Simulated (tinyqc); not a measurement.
# A particle near a wafer in liquid: double-layer and van der Waals forces (DLVO), deposition barrier and removal, step by step

A worked calculation. Computed by tinyqc, a small Python program that keeps every step. Command: `OMP_NUM_THREADS=1 python tinyqc.py 3111402 3111403 out.jsonl dlvo walk`. One thread of a shared host (Intel(R) Xeon(R) Processor @ 2.30GHz), about 0.01 s of CPU time with the checks. Intermediate numbers are printed to about 6 digits and carried at full precision; extremes and crossings named in words are read from the listed rows.

Sphere and flat wall, Derjaguin approximation, constant potentials in the linear-superposition form, no retardation and no hydration force.

Inputs (values chosen for the exercise, of the order of those for silicon nitride on silicon in water):

| quantity | value | unit |
|---|---|---|
| particle radius R | 250 | nm |
| Hamaker constant A | 3.4e-20 | J |
| potential of the particle psi_1 | -18 | mV |
| potential of the wafer psi_2 | -31 | mV |
| salt concentration c | 0.014 | mol/L |
| valence z of the symmetric salt | 1 | - |
| temperature T | 298 | K |
| dielectric constant of the liquid | 78.4 | - |
| gap h | 0.88 | nm |
| contact distance h0 | 0.4 | nm |
| contact radius over R | 0.19 | - |
| viscosity | 0.66 | mPa s |

Constants: e = 1.602176634e-19 C; N_A = 6.02214076e+23 1/mol; eps_0 = 8.8541878128e-12 F/m; k_B = 1.380649e-23 J/K; k_B = 8.617333262e-05 eV/K.

## Screening

kappa^2 = 2 z^2 e^2 N_A (1000 c)/(eps eps_0 k_B T); gamma_i = tanh(z e psi_i/(4 k_B T)); Z = 64 pi eps eps_0 (k_B T/(z e))^2 gamma_1 gamma_2.

kappa = 0.389298 1/nm

Debye length = 2.56872 nm

gamma_1 = -0.173464

gamma_2 = -0.292955

Z = 4.67717 pN

kappa R = 97.3246

Like signs: the double layers repel.

## Energy and force at one gap

U(h) = Z R exp(-kappa h) - A R/(6 h); F(h) = -dU/dh = kappa Z R exp(-kappa h) - A R/(6 h^2), positive for repulsion.

double-layer energy = 201.763 k_B T

van der Waals energy = -391.278 k_B T

U(h) = -189.515 k_B T

F(h) = -1506.21 pN

Caution: for kappa h below 1 linear superposition is only rough, and charge regulation matters.

## The curve

The formulas are those given above.

Against the gap:

| h (nm) | kappa h | U (k_B T) | F (pN) |
|---|---|---|---|
| 0.4 | 0.1557 | -617.594 | -8.46460e+03 |
| 0.6 | 0.2336 | -348.875 | -3.57480e+03 |
| 1.0 | 0.3893 | -151.770 | -1.10825e+03 |
| 1.5 | 0.5839 | -71.054 | -3.75766e+02 |
| 2.5 | 0.9732 | -30.344 | -5.46659e+01 |
| 4.0 | 1.5572 | -26.193 | 7.38184e+00 |
| 7.0 | 2.7251 | -30.563 | 9.22643e-01 |
| 12.0 | 4.6716 | -26.034 | -5.57841e+00 |
| 20.0 | 7.7860 | -17.098 | -3.35252e+00 |
| 40.0 | 15.5719 | -8.608 | -8.85338e-01 |

Caution: in rows with kappa h below 1 linear superposition is only rough.

## Barrier and secondary minimum

F = 0 reads x^2 exp(-x) = y with x = kappa h and y = A kappa/(6 Z); the left side peaks at x = 2 with 4/e^2 = 0.5413, so roots exist for smaller y: x < 2 is the barrier, x > 2 the secondary minimum.

y = 0.471658

position of the barrier = 3.45869 nm

barrier height = -25.6164 k_B T

position of the secondary minimum = 7.28743 nm

energy at the secondary minimum = -30.5944 k_B T

The maximum lies below zero, so nothing holds the particle off. The secondary minimum is deep enough to hold particles loosely.

## Critical salt concentration

The barrier height is zero when U = 0 and F = 0 together: kappa h = 1 and kappa = 6 Z/(e A), e = 2.718282 here; c follows from kappa^2, with the potentials held fixed.

critical kappa = 0.303641 1/nm

critical concentration = 0.00851696 mol/L

## Adding salt

kappa scales as sqrt(c); potentials are held fixed. A dash marks rows without a maximum.

Against the concentration:

| c (mol/L) | Debye length (nm) | barrier at (nm) | barrier (k_B T) | minimum at (nm) | minimum (k_B T) |
|---|---|---|---|---|---|
| 8.52e-07 | 329.277 | 20.6084 | 250.250 | 3.37900e+03 | -9.19714e-02 |
| 8.52e-06 | 104.127 | 11.8919 | 224.573 | 9.16745e+02 | -3.32934e-01 |
| 8.52e-05 | 32.928 | 7.0274 | 180.584 | 2.39381e+02 | -1.24054e+00 |
| 4.26e-04 | 14.726 | 5.0065 | 133.513 | 9.01392e+01 | -3.19588e+00 |
| 1.70e-03 | 7.372 | 3.8911 | 79.150 | 3.71589e+01 | -7.42805e+00 |
| 4.26e-03 | 4.657 | 3.4345 | 35.675 | 1.97048e+01 | -1.33446e+01 |
| 7.67e-03 | 3.470 | 3.2976 | 5.473 | 1.26041e+01 | -1.97965e+01 |
| 1.28e-02 | 2.686 | 3.3916 | -21.109 | 8.00683e+00 | -2.85753e+01 |
| 2.56e-02 | 1.900 | - | - | - | - |

At low salt the barrier tends to Z R = 284 k_B T; it is half of that between 8.5e-5 and 4.3e-4 mol/L and changes sign at 0.0085 mol/L, while the secondary minimum deepens to -20 k_B T at 0.9 of that.

## Removing an attached particle

Adhesion F_a = A R/(6 h0^2) [1 + a^2/(R h0)] - kappa Z R exp(-kappa h0), a the contact radius. Drag in a shear flow F_d = 1.7 x 6 pi mu R^2 G, acting at 1.4 R; rolling starts when 1.4 R F_d = a F_a. Wall shear stress = mu G.

van der Waals adhesion = 208626 pN

net adhesion F_a = 208237 pN

wall shear stress for rolling = 14110.8 Pa

shear rate G = 2.13801e+07 1/s

Checks made by the program: force against a difference of U (relative difference 1e-10).
